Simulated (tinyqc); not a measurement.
Inside a calculation. Method: Luttinger-Kohn k.p, four valence bands. Computed by tinyqc, a small Python program that keeps every step. Settings: g1 = 13.38, g2 = 1.89, g3 = 2.9. Command: `OMP_NUM_THREADS=1 python tinyqc.py 20422 20423 out.jsonl` (the two numbers bound the seeds that draw the settings). One thread of a shared host (Intel(R) Xeon(R) Processor @ 2.60GHz), about 0.01 s of CPU time with the checks.

## Bloch Hamiltonian at k

Luttinger parameters chosen for this model; energies are counted downward from the top of the valence band:
```
parameter      value  unit
g1         13.380000
g2          1.890000
g3          2.900000
```

k point k (1/angstrom): [0.04500, 0.03500, 0.02900]

P = c g1 k^2, Q = c g2 (kx^2 + ky^2 - 2 kz^2), R = c sqrt3 [-g2 (kx^2 - ky^2) + 2i g3 kx ky], S = 2 c sqrt3 g3 (kx - i ky) kz, c = hbar^2/2m = 3.809982 eV angstrom^2; rows [P+Q, -S, R, 0], [-S*, P-Q, 0, R], [R*, 0, P-Q, S], [0, R*, S*, P+Q]. The path ends lie at |k| = 0.07 1/angstrom.

H(k) at k (eV), order 3/2, 1/2, -1/2, -3/2:
```
[[0.21984, -0.04995+0.03885i, -0.00998+0.06028i, 0.00000],
 [-0.04995-0.03885i, 0.19726, 0.00000, -0.00998+0.06028i],
 [-0.00998-0.06028i, 0.00000, 0.19726, 0.04995-0.03885i],
 [0.00000, -0.00998-0.06028i, 0.04995+0.03885i, 0.21984]]
```

## Levels at k

Diagonalise the Hermitian matrix.

eigenvalues (eV): [0.11986, 0.11986, 0.29723, 0.29723]

## Bands along a path

The same steps at evenly spaced points between the labelled ones.

Bands along the path (eV):
```
k              band 1   band 2   band 3   band 4
[111]         0.14151  0.14151  0.35807  0.35807
[111]-G 0.33  0.06289  0.06289  0.15914  0.15914
[111]-G 0.67  0.01572  0.01572  0.03979  0.03979
G             0.00000  0.00000  0.00000  0.00000
G-[100] 0.33  0.01991  0.01991  0.03560  0.03560
G-[100] 0.67  0.07965  0.07965  0.14238  0.14238
[100]         0.17922  0.17922  0.32036  0.32036
```

## Hole masses

E = c [g1 k^2 -/+ 2 sqrt(g2^2 k^4 + 3 (g3^2 - g2^2)(kx^2 ky^2 + ky^2 kz^2 + kz^2 kx^2))] with c = hbar^2/2m, and m* = hbar^2 k^2 / (2 E).

Masses (electron masses):
```
direction    heavy    light
[100]      0.10417  0.05828
[110]      0.12479  0.05334
[111]      0.13193  0.05214
```
